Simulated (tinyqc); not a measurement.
Special k points of the square lattice, step by step. Values are carried at full precision from step to step, so a last printed digit may differ when a step is redone from the rounded ones.

Lattice vectors in units of a: a1 = (1, 0), a2 = (0, 1); reciprocal vectors b_i with a_i . b_j = 2 pi delta_ij. Mesh: k = sum_i f_i b_i with f_i = (2 j_i + shift)/(2 N), j_i = 0 .. N-1. The point group of the lattice has 8 operations; only those that map the mesh onto itself are used.

Inputs chosen for the exercise:
```
symbol  value  unit  meaning
N       3            points along each reciprocal vector
shift   0            half steps
D       2.8    eV    half gap term
t       0.6    eV    coupling
e0      0.93   eV    offset
```

## Irreducible points and weights

Join points that an operation carries into one another (modulo reciprocal vectors); list each class by its first point in the order of (j1, j2, ...).

Irreducible points:
```
f1          f2  weight
0.0000  0.0000       1
0.0000  0.3333       4
0.3333  0.3333       4
```

operations that keep the mesh = 8
irreducible points = 3

The weights add up to 9 = N^2; symmetry saves a factor 3.0.

## Which stars the mesh integrates

A_m(k) = sum over the m-th star of lattice vectors R of cos(k . R), stars in order of length: m = 1: |R|^2 = 1, 4 vectors, such as (1, 0) in the basis a_i; m = 2: |R|^2 = 2, 4 vectors, such as (1, 1) in the basis a_i; m = 3: |R|^2 = 4, 4 vectors, such as (2, 0) in the basis a_i; m = 4: |R|^2 = 5, 8 vectors, such as (2, 1) in the basis a_i; m = 5: |R|^2 = 8, 4 vectors, such as (2, 2) in the basis a_i; m = 6: |R|^2 = 9, 4 vectors, such as (3, 0) in the basis a_i. The zone mean of every A_m is zero.

Lattice vectors in units of a: a1 = (1, 0), a2 = (0, 1); f are fractions of the reciprocal vectors. Evaluate the first six A_m at each irreducible point (k . R = 2 pi sum f_i n_i) and form the weighted means.

A_m at the points:
```
      m=1     m=2     m=3     m=4     m=5    m=6
1   4.000   4.000   4.000   8.000   4.000  4.000
2   1.000  -2.000   1.000  -4.000  -2.000  4.000
3  -2.000   1.000  -2.000   2.000   1.000  4.000
```

weighted means: m=1 0.000, m=2 0.000, m=3 0.000, m=4 0.000, m=5 0.000, m=6 4.000

The first star with a non-zero mean is m = 6 (|R|^2 = 9, mean +4.000): it holds vectors of the N-fold supercell, which the mesh cannot tell from R = 0.

## A zone average from the irreducible points

Test function, the lower band of a two-band insulator: E(k) = -sqrt(D^2 + (e0 - t A_1(k))^2).

Lattice vectors in units of a: a1 = (1, 0), a2 = (0, 1). Evaluate E at each point and take the weighted mean; the reference uses the unshifted mesh with N = 96.

E at the points (eV): -3.1624  -2.8194  -3.5181

weighted mean = -3.1680 eV
reference mean = -3.1598 eV

The error is -8.24 meV with 3 points.

## Checks

- Weighted mean over irreducible points against the plain mean over the whole mesh (eV): both -3.168029.
- Reference mean against a mesh of N = 102 (eV): both -3.1598.

Run: tinyqc, `OMP_NUM_THREADS=1 python tinyqc.py 1650368 1650369 out.jsonl`; Intel(R) Xeon(R) Processor @ 2.30GHz, one thread, shared host; about 0.08 s of CPU time with all checks.
